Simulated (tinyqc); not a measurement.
Worked calculation: cyclotron resonance of ellipsoidal valleys, Ge type. Values are carried at full precision from step to step, so a last printed digit may differ when a step is redone from the rounded ones.

Valleys along [111], [-111], [1-11], [11-1], mass ml along the axis and mt across it. B lies in the (1-10) plane, b = (sin(theta)/sqrt2, sin(theta)/sqrt2, cos(theta)). For the angle phi between B and the axis, 1/mc^2 = cos^2(phi)/mt^2 + sin^2(phi)/(mt ml). Resonance: h nu = 2 muB B/mc, h = 2 pi hbar.

Constants: hbar = 6.58211957e-16 eV s; muB = 5.788381798e-05 eV/T.

Inputs chosen for the exercise (near those of Ge; not measured data):
- theta = 40 degrees (angle of B from [001] towards [110])
- ml = 1.578 m0 (longitudinal mass)
- mt = 0.083 m0 (transverse mass)
- nu = 9.4 GHz (microwave frequency)
- tau = 36 ps (scattering time)

## Angles to the valley axes

Give b and cos^2(phi) for each axis.

b: 0.4545  0.4545  0.7660

cos^2(phi): [111] 0.9353, [-111] 0.1956, [1-11] 0.1956, [11-1] 0.0068

## Cyclotron masses and resonance fields

For each axis, mc and B = h nu mc/(2 muB).

Resonances:
```
axis    mc (m0)   B (T)
[111]    0.0857  0.0288
[-111]   0.1702  0.0571
[1-11]   0.1702  0.0571
[11-1]   0.3415  0.1147
```

3 distinct masses appear; the limits are mt = 0.083 (B along the axis) and sqrt(ml mt) = 0.3619 (B across it).

## The same from the mass tensor

For the valley along [11-1]: M = mt 1 + (ml - mt) a a^T, and mc^2 = det M/(b M b).

M (m0):
```
         x        y        z
x   0.5813   0.4983  -0.4983
y   0.4983   0.5813  -0.4983
z  -0.4983  -0.4983   0.5813
```

det M = 0.010871
b M b = 0.0932
mc = 0.3415 m0

## Line shape

For linear polarisation and one isotropic mass the absorbed power goes as P = [1 + (w^2 + wc^2) tau^2]/([1 + (wc^2 - w^2) tau^2]^2 + 4 w^2 tau^2), w = 2 pi nu. List it for wc/w = 0, 0.5, 0.8, 0.9, 1, 1.1, 1.2, 1.5 and 2, which is B over the resonance field.

w tau = 2.126

Power:
```
wc/w       P
0.0   0.1811
0.5   0.2795
0.8   0.4554
0.9   0.5072
1.0   0.5262
1.1   0.5023
1.2   0.4453
1.5   0.2518
2.0   0.1026
```

The largest listed value lies at wc/w = 1.0, 2.9 times the zero-field value. The line is broad: its full width in wc/w is about 2/(w tau) = 0.94. The closest two lines of this crystal are 98.6 % apart, more than the half width of one line, but at so small a w tau they may still show a single peak.

## Checks

- Rotation frequency of dv/dt = -M^-1 (v x b) for the valley along [11-1], in units of e B/m0, against 1/mc: both 2.9279.

Run: tinyqc, `OMP_NUM_THREADS=1 python tinyqc.py 1250476 1250477 out.jsonl`; Intel(R) Xeon(R) Processor @ 2.30GHz, one thread, shared host; about 0.01 s of CPU time with all checks.
